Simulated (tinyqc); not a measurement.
Lorentz oscillators and the Kramers-Kronig relations: one step. Optical constants. Three cases, with inputs chosen for the exercise.

Problem. Convert eps at the photon energy E into the optical constants.

n + i k = sqrt(eps1 + i eps2) with k >= 0; R = ((n - 1)^2 + k^2)/((n + 1)^2 + k^2) at normal incidence from vacuum; alpha = 2 E k/(hbar c), times 1e8 for 1/cm; loss function Im(-1/eps) = eps2/(eps1^2 + eps2^2).

Constants: hbar c = 1973.269805 eV angstrom.

Case 1.

Values chosen (out of a larger set: line positions loosely like those of HfO2; Lorentz tails absorb below the gap, where the real solid is clear; not measured data): E = 16.48 eV (photon energy).

eps(E) = -0.047312+0.353356i

Case 2.

Values chosen: E = 2.68 eV (photon energy).
eps(E) = 5.864070+0.682324i

Case 3.

Values chosen (out of a larger set: line positions loosely like those of GaN; Lorentz tails absorb below the gap, where the real solid is clear; not measured data): E = 3.26 eV (photon energy).

eps(E) = 4.924890+0.727065i

Give: n; k; R; alpha; loss function; vacuum wavelength hc/E (hc = 1239.841984 eV nm).

Solution.

Case 1.

n = 0.3932
k = 0.4493
R = 0.2661
alpha = 7.51e+05 1/cm
loss function = 2.7802
vacuum wavelength hc/E (hc = 1239.841984 eV nm) = 75.2 nm

The intensity falls to 1/e within 13.3 nm. eps1 is negative, so k exceeds n, as in a metal below its plasma energy; R is 0.27.

Case 2.

n = 2.4257
k = 0.1406
R = 0.1746
alpha = 3.82e+04 1/cm
loss function = 0.0196
vacuum wavelength hc/E (hc = 1239.841984 eV nm) = 462.6 nm

The intensity falls to 1/e within 262 nm.

Case 3.

n = 2.2252
k = 0.1634
R = 0.1465
alpha = 5.40e+04 1/cm
loss function = 0.0293
vacuum wavelength hc/E (hc = 1239.841984 eV nm) = 380.3 nm

The intensity falls to 1/e within 185 nm.

Computed by tinyqc, one run a case: `OMP_NUM_THREADS=1 python tinyqc.py N N+1 out.jsonl` with N = 1650947, 1650967, 1651334; one thread of a shared Intel(R) Xeon(R) Processor @ 2.30GHz, about 0.2 s a run at most.
